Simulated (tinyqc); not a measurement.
Comparisons within one model: Gamma, L and X subbands of a thin body with non-parabolic valleys. A value that a table varies takes the place of the one given here.

Hard walls, flat band, c = hbar^2/2m0, energies from the bulk Gamma edge. For a valley at angle theta to the normal 1/m_z = cos^2/ml + sin^2/mt and m_d = sqrt(ml mt^2/m_z). Subband n starts at E_v + e with e (1 + a e) = c (n pi/t)^2/m_z, and its density-of-states mass is taken as m_d (1 + 2 a e), without further growth at higher in-plane energy. Groups are named by valley and degeneracy.

n_i = g m/(2 pi c) kB T ln(1 + exp((EF - E_i)/kB T)), sum n_i = Ns (1e12/cm^2 = 1e-4/angstrom^2), c = hbar^2/2m0. Quantum capacitance Cq = 1602.176634 sum g m/(2 pi c) f_i in microfarad/cm^2 with f_i = 1/(1 + exp((E_i - EF)/kB T)); Cox = 34.5313/eot (one gate); C/Cox = Cq/(Cq + Cox), the centroid term left out.

Constants: hbar^2/2m0 = 3.80998211 eV angstrom^2; kB = 8.617333262e-05 eV/K.

Values chosen for the exercise (near those of a thin GaSb channel; the results hold for these values, not for the real material):
- face = 111 (surface)
- mG = 0.0394 m0 (Gamma mass)
- aG = 1.14 1/eV (Gamma non-parabolicity)
- EL = 0.057 eV (L edge above Gamma)
- mL = (1.285, 0.099) m0 (L valleys (four, along <111>): ml, mt)
- EX = 0.312 eV (X edge above Gamma)
- mX = (1.479, 0.216) m0 (X valleys (three, along <100>): ml, mt)
- aS = 0.41 1/eV (non-parabolicity of L and X)
- Ns = 7.3 x 1e12/cm^2 (sheet density)
- T = 300 K (temperature)
- eot = 11 angstrom (equivalent oxide thickness)
- ts = (18, 24, 30, 40, 55, 75, 110) angstrom (thicknesses)
- t = 38 angstrom (body thickness)
- Nl = (0.5, 1, 2, 4, 7, 11, 16) x 1e12/cm^2 (sheet densities)

## Thinning the body

Lowest edge of each valley type, the lowest group, the Gamma share and C/Cox, with n = 1 to 8 of all groups.

Results:
```
t (angstrom),Gamma (eV),L (eV),X (eV),lowest,Gamma share (%),C/Cox
18,1.228,0.144,0.650,L1,0.0,0.708
24,0.844,0.107,0.512,L1,0.0,0.781
30,0.621,0.089,0.443,L1,0.0,0.803
40,0.407,0.075,0.387,L1,0.0,0.849
55,0.246,0.067,0.352,L1,0.1,0.900
75,0.146,0.062,0.334,L1,0.9,0.915
110,0.073,0.059,0.322,L1,3.7,0.921
```

From 110 down to 18 angstrom Gamma rises by 1.15 eV, L by 0.08 and X by 0.33 eV, the light Gamma mass moving most. L1 stays lowest throughout. The Gamma share goes from 4 % to 0 %. C/Cox is 0.92 and 0.71 at the ends and lies between 0.71 and 0.92. Hard walls overstate the rise in the thinnest rows.

## Raising the sheet density

Fixed thickness, n = 1 to 8 of all groups; the gate overdrive above the lowest edge is (EF - E_lowest)/e + 0.1602177 Ns/Cox in volts.

Results:
```
Ns (1e12/cm^2),EF - lowest (eV),Gamma share (%),Cq,C/Cox,overdrive (V)
0.5,-0.018,0.0,2.61,0.454,0.007
1.0,0.005,0.0,4.52,0.590,0.056
2.0,0.032,0.0,7.29,0.699,0.134
4.0,0.067,0.0,11.16,0.780,0.271
7.0,0.103,0.0,15.71,0.833,0.460
11.0,0.136,0.0,23.41,0.882,0.698
16.0,0.164,0.0,36.29,0.920,0.980
```

The lowest subband is L1 n=1; the light Gamma level lies 363 meV above it, lifted there by confinement. At the highest density band filling takes 0.164 V of the 0.980 V overdrive. Cq grows from 2.6 to 36.3 microfarad/cm^2 while EF moves from -0.018 to +0.164 eV against the lowest edge; the Gamma share stays near 0 %.

## What each parameter does

n = 1 to 8 of all groups. Each row changes one parameter from the base and keeps the others.

Results:
```
case,lowest edge (eV),EF (eV),Gamma share (%),C/Cox
base,0.077,0.183,0.0,0.838
t = 32 angstrom,0.085,0.207,0.0,0.809
mG = 0.0453 m0,0.077,0.183,0.0,0.838
aG = 0.8 1/eV,0.077,0.183,0.0,0.838
EL = 0.107 eV,0.127,0.233,0.0,0.839
Ns = 10.9 x 1e12/cm^2,0.077,0.213,0.0,0.881
eot = 9 angstrom,0.077,0.183,0.0,0.808
T = 250 K,0.077,0.187,0.0,0.832
```

The largest shifts from the base row, up to three for each result and ties (the steps differ in size, so this ranks the rows, not the parameters). lowest edge (eV): EL +0.050, t +0.008; unchanged at the printed digits by mG, aG, Ns, eot and T. EF (eV): EL +0.050, Ns +0.030, t +0.024; unchanged at the printed digits by mG, aG and eot. Gamma share (%): unchanged at the printed digits by t, mG, aG, EL, Ns, eot and T. C/Cox: Ns +0.043, eot -0.029, t -0.029; unchanged at the printed digits by mG and aG.

Program tinyqc; command `OMP_NUM_THREADS=1 python tinyqc.py 1250601 1250602 out.jsonl`; about 0.02 s on one thread of a shared Intel(R) Xeon(R) Processor @ 2.30GHz.
